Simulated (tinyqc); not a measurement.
Worked calculation: Keating valence-force model of a tetrahedral crystal. Computed by tinyqc, a small Python program that keeps every step. Command: `OMP_NUM_THREADS=1 python tinyqc.py 3011414 3011415 out.jsonl keating walk`. One thread of a shared host (Intel(R) Xeon(R) Processor @ 2.30GHz), about 0.04 s of CPU time with the checks. Intermediate numbers are printed to about 6 digits and carried at full precision; extremes and crossings named in words are read from the listed rows.

Atom A sits at 0 and atom B at a/4 (1,1,1) of an fcc lattice; the four bonds from A are t = a/4 (1,1,1), a/4 (1,-1,-1), a/4 (-1,1,-1), a/4 (-1,-1,1), of length d = sqrt(3) a/4. Energy: E = (3 alpha/(8 d^2)) sum over bonds (r.r - d^2)^2 + (3 beta/(8 d^2)) sum over pairs of bonds at one atom (r_i.r_j + d^2/3)^2, with beta_A for the six pairs at A and beta_B for the six at B. The cell holds two atoms, Omega = a^3/4. 1 N/m = 1 J/m^2. With constants fitted to the elastic moduli this model puts optical and zone-boundary frequencies of real crystals too high, by up to about 20 % in elemental crystals and up to about 50 % in compounds, and mostly by more for TA modes; in compounds the lattice part of the static dielectric constant then comes out too low.

Inputs (values chosen for the exercise, modelled on gallium phosphide):

| quantity | value | unit |
|---|---|---|
| lattice constant a | 5.451 | angstrom |
| mass M_A | 69.72 | u |
| mass M_B | 30.97 | u |
| bond stretching alpha | 47.6 | N/m |
| bond bending beta_A | 10.7 | N/m |
| bond bending beta_B | 10.7 | N/m |
| Born charge Z* | 2.15 | e |
| eps_inf | 9.18 | - |
| mesh divisions n | 8 | - |
| temperature T | 400 | K |

Structure: zinc blende.

wave vector q (2 pi/a): 0.2  0.5  0.046

Constants: 1 eV/angstrom^2 = 16.02176634 J/m^2; nu for 1 eV/(angstrom^2 u) = 15.6333042 THz; 1 THz = 33.35640952 1/cm; e^2/(4 pi eps_0) = 14.39964548 eV angstrom; u = 1.6605390666e-27 kg; h x 1 THz = 4.135667696 meV; k_B = 8.617333262e-05 eV/K.

## Dynamical matrix at q

With displacements u exp(i q.r), each bracket changes by g.u, where g = (g_A, g_B): bond t, g = (-2 t, 2 t exp(i q.t)); pair (i, j) at A, g = (-(t_i + t_j), t_i exp(i q.t_j) + t_j exp(i q.t_i)); pair at B, g = (-t_i exp(-i q.t_j) - t_j exp(-i q.t_i), t_i + t_j). Then D_mn = sum over the 4 bonds and 12 pairs of (4 k/a^2) conj(g_m) g_n / sqrt(M_m M_n), with k = alpha or beta converted to eV/angstrom^2. Only the short-range forces enter; the Coulomb field of the charges is left out.

D(q) (eV/(angstrom^2 u)):
```
                     A x                  A y                  A z                  B x
A x             0.210677   0.005630-0.001116i   0.000811+0.001730i  -0.210100+0.004941i
A y   0.005630+0.001116i             0.226014   0.001379+0.005572i   0.043208-0.009625i
A z   0.000811-0.001730i   0.001379-0.005572i             0.210677   0.003127-0.132979i
B x  -0.210100-0.004941i   0.043208+0.009625i   0.003127+0.132979i             0.474278
B y   0.043208+0.009625i  -0.210100-0.004941i   0.009625+0.043208i   0.012675-0.002512i
B z   0.003127+0.132979i   0.009625+0.043208i  -0.210100-0.004941i   0.001825+0.003894i

                     B y                  B z
A x   0.043208-0.009625i   0.003127-0.132979i
A y  -0.210100+0.004941i   0.009625-0.043208i
A z   0.009625-0.043208i  -0.210100+0.004941i
B x   0.012675+0.002512i   0.001825-0.003894i
B y             0.508805   0.003105-0.012543i
B z   0.003105+0.012543i             0.474278
```

## Frequencies at q

Diagonalise the Hermitian matrix D. An eigenvalue lambda of D in eV/(angstrom^2 u) gives nu = 15.6333042 THz x sqrt(lambda). The weight on A is the sum of |e|^2 over the three components of atom A.

frequencies (THz): 3.2895  3.7547  5.4491  12.1186  12.4417  12.5749

weights on atom A: 0.721272  0.731363  0.786815  0.231278  0.276029  0.253243

The top mode has 25 % of its weight on A, the heavier atom.

## Elastic constants and internal strain

beta = (beta_A + beta_B)/2; C11 = (alpha + 3 beta)/a, C12 = (alpha - beta)/a, C44 = 4 alpha beta/(a (alpha + beta)); with the two sublattices clamped C44(0) = (alpha + beta)/a; internal-strain parameter zeta = (alpha - beta)/(alpha + beta); B = (C11 + 2 C12)/3.

C11 = 146.212 GPa

C12 = 67.6940 GPa

C44 = 64.1071 GPa

clamped C44(0) = 106.953 GPa

internal-strain parameter zeta = 0.632933

bulk modulus B = 93.8666 GPa

Letting the sublattices shift lowers C44 by 40 %, which is zeta^2. A shear is shared between bond lengths and angles. The model fixes 2 C44 (C11 + C12)/((C11 - C12)(C11 + 3 C12)) = 1.000 whatever alpha and beta are.

## Optical mode at the zone centre

beta = (beta_A + beta_B)/2; mu = M_A M_B/(M_A + M_B); lambda = 4 (alpha + beta)/mu with the springs in eV/angstrom^2; nu = 15.6333042 THz x sqrt(lambda).

reduced mass mu = 21.4443 u

nu_TO at G = 12.8796 THz

the same as a wavenumber = 429.619 1/cm

## LO-TO splitting

The long-range field adds 4 pi Z*^2 (e^2/(4 pi eps_0))/(eps_inf Omega mu) to lambda for the longitudinal mode at q -> 0; lambda = (nu/15.6333042 THz)^2; eps_0 = eps_inf (nu_LO/nu_TO)^2 (Lyddane-Sachs-Teller; here eps_0 is the static dielectric constant).

nu_LO at G = 13.8395 THz

static dielectric constant = 10.5992

The splitting is 7.5 % of nu_TO, and the lattice adds 1.42 to the dielectric constant.

## Frequencies at the zone boundary

The formulas are those given above.

Frequencies (THz) at points given in 2 pi/a:

| point | nu 1 | nu 2 | nu 3 | nu 4 | nu 5 | nu 6 |
|---|---|---|---|---|---|---|
| X (1, 0, 0) | 4.99196 | 4.99196 | 7.77090 | 11.6595 | 11.8729 | 11.8729 |
| L (0.5, 0.5, 0.5) | 3.57205 | 3.57205 | 7.52641 | 11.4923 | 12.3744 | 12.3744 |
| W (1, 0.5, 0) | 5.39049 | 5.66038 | 7.14301 | 10.7174 | 11.9670 | 12.5662 |
| K (0.75, 0.75, 0) | 4.63049 | 5.92724 | 7.26023 | 10.8576 | 12.0185 | 12.4833 |

At X the two longitudinal modes are split (7.77 and 11.66 THz) because each moves one sublattice alone.

## Lowest frequency at X

Take the lowest frequency at X = (1, 0, 0) 2 pi/a, the transverse acoustic (TA) mode.

TA frequency at X = 4.99196 THz

## Transverse acoustic branch against its sound line

The sound line is nu = v q/(2 pi) with v = sqrt(C44/rho), rho = (M_A + M_B)/Omega; the clamped line uses C44(0).

Frequencies (THz) along G-X:

| q (2 pi/a) | lowest branch | sound line, relaxed C44 | sound line, clamped C44(0) | third-lowest frequency | highest frequency |
|---|---|---|---|---|---|
| 0.05 | 0.36119 | 0.36142 | 0.46683 | 0.54548 | 12.8754 |
| 0.15 | 1.07804 | 1.08426 | 1.40048 | 1.62832 | 12.8411 |
| 0.30 | 2.11799 | 2.16853 | 2.80097 | 3.20166 | 12.7244 |
| 0.45 | 3.07777 | 3.25279 | 4.20145 | 4.66379 | 12.5290 |
| 0.60 | 3.90699 | 4.33705 | 5.60193 | 5.95255 | 12.2728 |
| 0.75 | 4.54358 | 5.42131 | 7.00241 | 6.98602 | 12.0516 |
| 0.90 | 4.91767 | 6.50558 | 8.40290 | 7.63533 | 11.9038 |
| 1.00 | 4.99196 | 7.22842 | 9.33655 | 7.77090 | 11.8729 |

At small q the branch follows the relaxed line (0.999 of it, against 0.774 of the clamped one): in a long shear wave the sublattices shift against each other. At X it reaches 69 % of the relaxed line. Real tetrahedral semiconductors have flatter TA branches than a Keating model fitted to their elastic constants, which needs longer-ranged terms to mend.

## Thermal sums on a mesh

Mesh: q = sum_i (m_i + 1/2)/n b_i, m_i = 0..n-1, with b = [[-1, 1, 1], [1, -1, 1], [1, 1, -1]] in 2 pi/a; sums over the six modes are averaged over the n^3 points and halved, per atom. With x = h nu/(k_B T) and n = 1/(exp(x) - 1) for each mode: F = k_B T [x/2 + ln(1 - exp(-x))], U = k_B T x (n + 1/2), S/k_B = x n - ln(1 - exp(-x)), C/k_B = x^2 n (n + 1). The acoustic share counts the three lowest modes at each q; zero-point energy = sum h nu/2.

free energy F = -5.17355 meV/atom

entropy S = 3.45297 k_B/atom

heat capacity C = 2.71487 k_B/atom

acoustic share of C = 0.535186

zero-point energy = 52.8959 meV/atom

C is 90 % of the classical value; the optical modes are partly excited.

Checks made by the program: slopes of the acoustic branches along [110] against C11, C12 and the relaxed C44 (relative difference 1e-06); zone-centre optical mode against D(q = 0) (relative difference below 1e-10); longitudinal modes at X against the diagonal of D (relative difference below 1e-10).
